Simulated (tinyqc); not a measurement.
## Mass from the capacitance plateau

Inverse problem. Once one two-dimensional band is degenerate, Cq = q gv md m0 q/(pi hbar^2) and 1/C_G = 1/Cox + 1/Cq (no traps). Find Cq, md and the oxide-equivalent thickness 3.9 eps0/Cq that it adds.

Inputs (values chosen for the exercise): valley degeneracy gv = 2.

Constants: q = 1.602176634e-19 C, hbar = 1.054571817e-34 J s, m0 = 9.1093837015e-31 kg, eps0 = 8.8541878128e-14 F/cm where lengths are in cm. Results are converted to the units shown.

C_G on the plateau = 0.28588164 uF/cm^2
Cox = 0.28776110 uF/cm^2

Answer. Removing Cox from the series leaves Cq, which is proportional to gv md.

Cq = 43.8 uF/cm^2
md = 0.327 m0
added thickness = 0.0789 nm

tinyqc, about 0.01 s, one thread, Intel Xeon 2.30GHz (shared host): `OMP_NUM_THREADS=1 python tinyqc.py 2200021 2200022 out.jsonl`
